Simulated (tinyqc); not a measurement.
Worked calculation: Hueckel theory of the pi electrons, for the molecule Bc1cc(O)c2cc[nH]c2c1 (SMILES; centres numbered as the heavy atoms are written). Computed by tinyqc, a small Python program that keeps every step. Settings: charge = 0. Command: `OMP_NUM_THREADS=1 python tinyqc.py 31249 31250 out.jsonl` (the two numbers bound the seeds that draw the settings). One thread of a shared host (Intel(R) Xeon(R) Processor @ 2.60GHz), about 0.01 s of CPU time with the checks.

## The Hueckel matrix

Centres:
```
centre  z_r, pi electrons of the neutral centre          h
1B                                            0  -1.040000
2C                                            1   0.000000
3C                                            1   0.000000
4C                                            1   0.000000
5O                                            2   1.910000
6C                                            1   0.000000
7C                                            1   0.000000
8C                                            1   0.000000
9N                                            2   1.690000
10C                                           1   0.000000
11C                                           1   0.000000
```

Bonds:
```
i    j         k
1    2  0.670000
2    3         1
3    4         1
4    5  0.850000
4    6         1
6    7         1
7    8         1
8    9  0.910000
9   10  0.910000
10  11         1
11   2         1
10   6         1
```

H_rr = alpha + h_r beta, H_rs = k_rs beta for bonded centres.

Hueckel matrix in units of beta (H = alpha + beta A):
```
            1B        2C        3C        4C        5O        6C        7C        8C
1B   -1.040000  0.670000  0.000000  0.000000  0.000000  0.000000  0.000000  0.000000
2C    0.670000  0.000000  1.000000  0.000000  0.000000  0.000000  0.000000  0.000000
3C    0.000000  1.000000  0.000000  1.000000  0.000000  0.000000  0.000000  0.000000
4C    0.000000  0.000000  1.000000  0.000000  0.850000  1.000000  0.000000  0.000000
5O    0.000000  0.000000  0.000000  0.850000  1.910000  0.000000  0.000000  0.000000
6C    0.000000  0.000000  0.000000  1.000000  0.000000  0.000000  1.000000  0.000000
7C    0.000000  0.000000  0.000000  0.000000  0.000000  1.000000  0.000000  1.000000
8C    0.000000  0.000000  0.000000  0.000000  0.000000  0.000000  1.000000  0.000000
9N    0.000000  0.000000  0.000000  0.000000  0.000000  0.000000  0.000000  0.910000
10C   0.000000  0.000000  0.000000  0.000000  0.000000  1.000000  0.000000  0.000000
11C   0.000000  1.000000  0.000000  0.000000  0.000000  0.000000  0.000000  0.000000

           9N       10C       11C
1B   0.000000  0.000000  0.000000
2C   0.000000  0.000000  1.000000
3C   0.000000  0.000000  0.000000
4C   0.000000  0.000000  0.000000
5O   0.000000  0.000000  0.000000
6C   0.000000  1.000000  0.000000
7C   0.000000  0.000000  0.000000
8C   0.910000  0.000000  0.000000
9N   1.690000  0.910000  0.000000
10C  0.910000  0.000000  1.000000
11C  0.000000  1.000000  0.000000
```

## Orbitals

pi electrons, sum of z_r less the charge = 12

Diagonalise; E = alpha + x beta with beta < 0, so the largest x are filled first; degenerate levels share their electrons. P = sum n_i c_ri c_si; each orbital has its largest coefficient positive (the first on a tie).

x values: 2.711217  2.359246  1.682358  1.305205  0.830504  0.530054  -0.656363  -1.075811  -1.261435  -1.639859  -2.225115

occupations: 2.000000  2.000000  2.000000  2.000000  2.000000  2.000000  0.000000  0.000000  0.000000  0.000000  0.000000

coefficients:
```
          MO1        MO2        MO3        MO4        MO5        MO6        MO7        MO8
1B   0.023436   0.015744   0.129434  -0.084731  -0.085839   0.121044   0.604153   0.362505
2C   0.131212   0.079875   0.525918  -0.296586  -0.239645   0.283650   0.345934  -0.019376
3C   0.144561   0.200783   0.380198  -0.088896  -0.489230  -0.274206  -0.229185  -0.480719
4C   0.260724   0.393821   0.113711   0.180559  -0.166663  -0.428994  -0.195505   0.536539
5O   0.276598   0.745134  -0.424590  -0.253763   0.131231   0.264246   0.064753  -0.152742
6C   0.327210   0.094974   0.172006   0.540261   0.239270  -0.177793   0.302467   0.033335
7C   0.227633  -0.035885  -0.001413   0.543135  -0.163048   0.436354   0.078622  -0.313480
8C   0.289952  -0.179635  -0.174383   0.168642  -0.374682   0.409084  -0.354072   0.303911
9N   0.613725  -0.426284  -0.320837  -0.354970  -0.162777  -0.241228   0.168986  -0.014803
10C  0.398781  -0.133869   0.177077  -0.018542   0.528425  -0.101599  -0.081645  -0.258920
11C  0.195481  -0.022886   0.417863  -0.241440   0.347716   0.343457  -0.402656   0.258685

           MO9       MO10       MO11
1B    0.404907   0.499389   0.208568
2C   -0.133822  -0.447109  -0.368922
3C    0.204342   0.173783   0.340921
4C   -0.123942   0.162129  -0.389667
5O    0.033219  -0.038821   0.080099
6C   -0.076233  -0.406654   0.458049
7C   -0.300753   0.426293  -0.241412
8C    0.455613  -0.292407   0.079120
9N   -0.301070   0.058476   0.071825
10C   0.520857   0.078433  -0.388133
11C  -0.306821   0.224822   0.340232
```

charge and bond-order matrix P:
```
            1B         2C         3C         4C         5O         6C         7C         8C
1B    0.093499   0.304878   0.144191  -0.051783   0.010959  -0.112819   0.050760   0.097572
2C    0.304878   1.052073   0.601574  -0.019652  -0.017443  -0.254047   0.056036   0.175592
3C    0.144191   0.601574   1.056401   0.686229  -0.171868   0.030868  -0.126002  -0.008622
4C   -0.051783  -0.019652   0.686229   0.960833   0.272469   0.552434  -0.033790  -0.195151
5O    0.010959  -0.017443  -0.171868   0.272469   1.926901  -0.128875  -0.014192   0.073047
6C   -0.112819  -0.254047   0.030868   0.552434  -0.128875   1.052830   0.495348  -0.046905
7C    0.050760   0.056036  -0.126002  -0.033790  -0.014192   0.495348   1.130182   0.807773
8C    0.097572   0.175592  -0.008622  -0.195151   0.073047  -0.046905   0.807773   0.965853
9N   -0.038010  -0.092783   0.116971   0.044344  -0.013370  -0.165381  -0.232125   0.425838
10C  -0.051857  -0.030387  -0.261840   0.047112  -0.034859   0.565423  -0.090467  -0.267771
11C   0.180979   0.658567  -0.120588  -0.318833   0.114506   0.050717   0.013538  -0.085148

            9N        10C        11C
1B   -0.038010  -0.051857   0.180979
2C   -0.092783  -0.030387   0.658567
3C    0.116971  -0.261840  -0.120588
4C    0.044344   0.047112  -0.318833
5O   -0.013370  -0.034859   0.114506
6C   -0.165381   0.565423   0.050717
7C   -0.232125  -0.090467   0.013538
8C    0.425838  -0.267771  -0.085148
9N    1.744007   0.380140  -0.116172
10C   0.380140   0.996405   0.616672
11C  -0.116172   0.616672   1.021017
```

## Energy, charges, bond orders

E = sum n x; q_r = z_r - P_rr; bond order p = P_rs; free valence = sqrt(3) - sum of p over the bonds of the atom.

pi energy = 12 alpha + this times beta = 18.837168

pi charges: 1B -0.093499, 2C -0.052073, 3C -0.056401, 4C 0.039167, 5O 0.073099, 6C -0.052830, 7C -0.130182, 8C 0.034147, 9N 0.255993, 10C 0.003595, 11C -0.021017

Bond orders and lengths from R = 1.517 - 0.180 p (angstrom, C-C alone):
```
bond          p         R
1-2    0.304878         -
2-3    0.601574  1.408717
3-4    0.686229  1.393479
4-5    0.272469         -
4-6    0.552434  1.417562
6-7    0.495348  1.427837
7-8    0.807773  1.371601
8-9    0.425838         -
9-10   0.380140         -
10-11  0.616672  1.405999
11-2   0.658567  1.398458
10-6   0.565423  1.415224
```

free valence of the carbons: 2C 0.167031, 3C 0.444248, 4C 0.220920, 6C 0.118846, 7C 0.428930, 8C 0.498440, 10C 0.169816, 11C 0.456811

gap between the highest filled and the next level = 1.186417 |beta|
